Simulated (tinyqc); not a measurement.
Critical temperature from a phonon spectrum: McMillan, Allen-Dynes and the linearised Eliashberg equation: one step, computed by the program tinyqc. Command: `OMP_NUM_THREADS=1 python tinyqc.py 3014370 3014371 out.jsonl eliashberg walk`. One thread of a shared host (Intel(R) Xeon(R) Processor @ 2.30GHz), about 0.02 s of CPU time with the checks.

alpha^2 F(omega) = sum_i (lambda_i omega_i/2) delta(omega - omega_i), so that lambda = 2 int alpha^2 F/omega d omega = sum_i lambda_i.

Problem. The small kernel at the trial temperature. Linearised Eliashberg equation at omega_n = (2n + 1) pi k_B T, n = 0..N-1: lambda(j) = sum_i lambda_i omega_i^2/(omega_i^2 + (2 pi j k_B T)^2); K_mn = lambda(m - n) + lambda(m + n + 1) - 2 mu*(N) - delta_mn [2m + 1 + lambda(0) + 2 sum_(j=1..m) lambda(j)], with 1/mu*(N) = 1/mu* + ln(omega_rms/omega_N), omega_N = (2N + 1) pi k_B T. T_c is where the largest eigenvalue rho of K is zero.

Inputs (values chosen for the exercise, for a model metal):

| quantity | value | unit |
|---|---|---|
| peak energy omega_1 | 17.6 | meV |
| coupling lambda_1 | 0.274 | - |
| peak energy omega_2 | 29.2 | meV |
| coupling lambda_2 | 0.431 | - |
| Coulomb pseudopotential mu* | 0.1 | - |
| trial temperature | 13.2 | K |
| Matsubara points N in the small matrix | 6 | - |

Peaks in alpha^2 F: two.

omega_rms = 25.33078 meV

Constants: k_B = 8.617333262e-05 eV/K.

Give: lambda(j), j = 0, 1, ...; mu*(N); K.

Solution.

lambda(j), j = 0, 1, ...: 0.70500  0.64185  0.51278  0.39032  0.29537  0.22605  0.17604  0.13969  0.11287  0.09273  0.07732  0.06533

mu*(N) = 0.10646

K:
```
        1       2       3        4        5        6
1  -0.571   0.942   0.690    0.473    0.309    0.189
2   0.942  -4.106   0.724    0.526    0.353    0.222
3   0.690   0.724  -7.296    0.605    0.440    0.290
4   0.473   0.526   0.605  -10.163    0.542    0.393
5   0.309   0.353   0.440    0.542  -12.801    0.506
6   0.189   0.222   0.290    0.393    0.506  -15.280
```
